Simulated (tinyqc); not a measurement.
Worked calculation: plane-wave Kohn-Sham cycle with exchange-only LDA in a layered model solid. One step of it, computed by the program tinyqc.

Task: Iteration 2: levels at that k. Diagonalise the Hermitian matrix.

H (hartree):
```
           -3         -2         -1         +0         +1         +2         +3
-3   0.745166  -0.287906   0.035877  -0.000367   0.000112   0.000088   0.000014
-2  -0.287906   0.178729  -0.287906   0.035877  -0.000367   0.000112   0.000088
-1   0.035877  -0.287906  -0.161134  -0.287906   0.035877  -0.000367   0.000112
+0  -0.000367   0.035877  -0.287906  -0.274421  -0.287906   0.035877  -0.000367
+1   0.000112  -0.000367   0.035877  -0.287906  -0.161134  -0.287906   0.035877
+2   0.000088   0.000112  -0.000367   0.035877  -0.287906   0.178729  -0.287906
+3   0.000014   0.000088   0.000112  -0.000367   0.035877  -0.287906   0.745166
```

Give: eigenvalues.

Result:

eigenvalues (hartree): -0.6430  -0.3637  -0.0849  0.2040  0.3570  0.8865  0.8952
